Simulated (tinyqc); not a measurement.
Leakage through a gate insulator: direct, Fowler-Nordheim, trap-assisted and Poole-Frenkel currents: one step, computed by the program tinyqc. Command: `OMP_NUM_THREADS=1 python tinyqc.py 3017118 3017119 out.jsonl oxideleak walk`. One thread of a shared host (Intel(R) Xeon(R) Processor @ 2.30GHz), about 0.01 s of CPU time with the checks.

Electrons enter from the cathode Fermi level at x = 0; the conduction band of the insulator lies phi_b - e F x above it, F = V/t. WKB exponents use a parabolic band with mass m.

Task: Field and tunnelling without traps. For a level a distance phi(x) below the band, the WKB exponent is 2 int kappa dx with kappa = sqrt(m phi/(hbar^2/2m_0)); for a linear barrier from phi_1 down to phi_2 = max(phi_1 - e F d, 0) it is G = (4/3) sqrt(m/(hbar^2/2m_0)) (phi_1^(3/2) - phi_2^(3/2))/(e F). J_tun = e^3 F^2/(16 pi^2 hbar m phi_b) x exp(-G) / [1 - sqrt(phi_2/phi_b)]^2 with the free-electron mass in the cathode (m in m_0), phi_2 = max(phi_b - e V, 0): direct tunnelling for e V < phi_b, Fowler-Nordheim above. Image forces, back-flow and the limit on supply are left out, so J_tun is overstated below about 0.5 V. Equivalent oxide thickness = 3.9 t/eps_ox.

Inputs (values chosen for the exercise, with an insulator like SiO2):

| quantity | value | unit |
|---|---|---|
| thickness t | 1.7 | nm |
| barrier phi_b | 3.19 | eV |
| tunnelling mass m | 0.38 | m_0 |
| static constant eps_ox | 3.99 | - |
| voltage across the insulator V | 0.72 | V |

Constants: hbar^2/(2 m_0) = 3.80998212 eV angstrom^2; e = 1.602176634e-19 C; hbar = 1.054571817e-34 J s.

Give: field F; equivalent oxide thickness; WKB exponent G; tunnelling current J_tun.

Result:

field F = 4.2353 MV/cm

equivalent oxide thickness = 1.6617 nm

WKB exponent G = 18.051

tunnelling current J_tun = 22.895 A/cm^2

The barrier is a trapezoid: direct tunnelling.
